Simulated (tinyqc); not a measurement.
From results back to parameters: interface roughness in a thin film (subband fluctuation and scattering). Three cases, with inputs chosen for the exercise.

Problem. The screened mobility was computed from a hidden rms height D.

Gaussian roughness spectrum S(q) = pi D^2 Lc^2 exp(-q^2 Lc^2/4). Degenerate gas, taken to fill one subband (the second starts to fill once c kF^2/md exceeds E2 - E1, which is not tested here): kF = sqrt(2 pi Ns/gv), q = 2 kF sin(theta/2), 1/tau = (md/(2 pi c hbar)) G^2 times the integral from 0 to pi of S(q)(1 - cos theta)/eps(q)^2 dtheta, eps(q) = 1 + qs/q with screening (qs = gv md q0/(c eps), q0 = e^2/(4 pi eps0), form factors left out, which overstates the screening; other scattering is left out too, so these values lie far above measured mobilities in all but the thinnest films) or 1 without; mobility = tau c2/md with c2 = e/m0 = 1.75882e15 cm^2/(V s^2); 1e12/cm^2 = 1e-4/angstrom^2.

Constants: hbar^2/2m0 = 3.80998211 eV angstrom^2; hbar = 6.58211957e-16 eV s; e^2/(4 pi eps0) = 14.39964547 eV angstrom.

Case 1.

Values chosen (near those of a thin Si channel on (100), two-fold valleys; not measured data): md = 0.188 m0 (mass in the plane); gv = 2 (valleys); Lc = 14 angstrom (correlation length); Ns = 3.1 x 1e12/cm^2 (sheet density); eps = 7.5 (mean dielectric constant at the channel).

G = |dE1/dt| = 1.5600 meV/angstrom
mobility = 347835 cm^2/(V s)

Case 2.

Values chosen (near those of a thin Ge channel on (111), one valley; not measured data): md = 0.083 m0 (mass in the plane); gv = 1 (valleys); Lc = 52 angstrom (correlation length); Ns = 0.91 x 1e12/cm^2 (sheet density); eps = 11.9 (mean dielectric constant at the channel).

G = |dE1/dt| = 1.1218 meV/angstrom
mobility = 77449.6 cm^2/(V s)

Case 3.

Values chosen (near those of a thin Si channel on (100), two-fold valleys; not measured data): md = 0.188 m0 (mass in the plane); gv = 2 (valleys); Lc = 46 angstrom (correlation length); Ns = 4.1 x 1e12/cm^2 (sheet density); eps = 7.9 (mean dielectric constant at the channel).

G = |dE1/dt| = 3.1672 meV/angstrom
mobility = 66618.3 cm^2/(V s)

Find: mobility for D = 1 angstrom; D.

Solution. The mobility goes as 1/D^2, so D is the square root of the ratio. One value fixes only D^2 times a function of Lc; a second density is needed to part the two.

Case 1.

mobility for D = 1 angstrom = 4.021e+06 cm^2/(V s)
D = 3.40 angstrom

Case 2.

mobility for D = 1 angstrom = 1.060e+06 cm^2/(V s)
D = 3.70 angstrom

Case 3.

mobility for D = 1 angstrom = 4.503e+05 cm^2/(V s)
D = 2.60 angstrom

Computed by tinyqc, one run a case: `OMP_NUM_THREADS=1 python tinyqc.py N N+1 out.jsonl` with N = 1251560, 1251592, 1251596; one thread of a shared Intel(R) Xeon(R) Processor @ 2.30GHz, about 0.01 s a run at most.
